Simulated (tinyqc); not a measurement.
Inside a calculation. Method: one-electron ion in a basis of Gaussians. Computed by tinyqc, a small Python program that keeps every step. Settings: Z = 2, l = 2. Command: `OMP_NUM_THREADS=1 python tinyqc.py 23659 23660 out.jsonl` (the two numbers bound the seeds that draw the settings). One thread of a shared host (Intel(R) Xeon(R) Processor @ 2.60GHz), about 0.01 s of CPU time with the checks.

## Matrices over normalised Gaussians

exponents of r^l exp(-a r^2) (1/bohr^2): 0.0147  0.0518  0.1821  0.6400  2.2500

Z = 2

l = 2

With p = a_i + a_j and I(k) = Gamma((k+1)/2) / (2 p^((k+1)/2)): S = I(2l+2), T = (2l+3) a_i a_j S / p, V = -Z I(2l+1), each divided by sqrt(S_ii S_jj).

S, lower triangle:
```
        1       2       3       4       5
1  1.0000
2  0.5221  1.0000
3  0.1058  0.5219  1.0000
4  0.0142  0.1058  0.5221  1.0000
5  0.0017  0.0142  0.1058  0.5219  1.0000
```

T (hartree), lower triangle:
```
        1       2       3       4       5
1  0.0516
2  0.0419  0.1813
3  0.0101  0.1473  0.6373
4  0.0014  0.0355  0.5181  2.2400
5  0.0002  0.0050  0.1248  1.8204  7.8750
```

V (hartree), lower triangle:
```
         1        2        3        4        5
1  -0.2067
2  -0.1621  -0.3874
3  -0.0565  -0.3038  -0.7264
4  -0.0139  -0.1059  -0.5697  -1.3617
5  -0.0030  -0.0260  -0.1986  -1.0679  -2.5532
```

## Generalised eigenproblem

H = T + V (hartree), lower triangle:
```
         1        2        3       4       5
1  -0.1551
2  -0.1202  -0.2061
3  -0.0464  -0.1565  -0.0890
4  -0.0124  -0.0704  -0.0517  0.8783
5  -0.0029  -0.0209  -0.0738  0.7525  5.3218
```

Solve H C = S C e through S^(-1/2); each column has its largest component positive (the first on a tie).

eigenvalues of S: 0.2101  0.4358  0.8595  1.4567  2.0379

eigenvalues (hartree): -0.2215  -0.1237  0.0671  1.3213  6.8752

coefficients:
```
        1        2        3        4        5
1  0.1415   1.0982   0.4743  -0.1181   0.0390
2  0.7652  -0.4830  -1.0732   0.3629  -0.1215
3  0.2527  -0.2235   1.1385  -0.8495   0.3117
4  0.0176  -0.0115   0.0172   1.2491  -0.7456
5  0.0021  -0.0019   0.0110  -0.0615   1.2092
```

For Z = 2 and l = 2 the exact lowest level is -Z^2/(2 n^2) with n = l + 1: -0.222222 hartree.
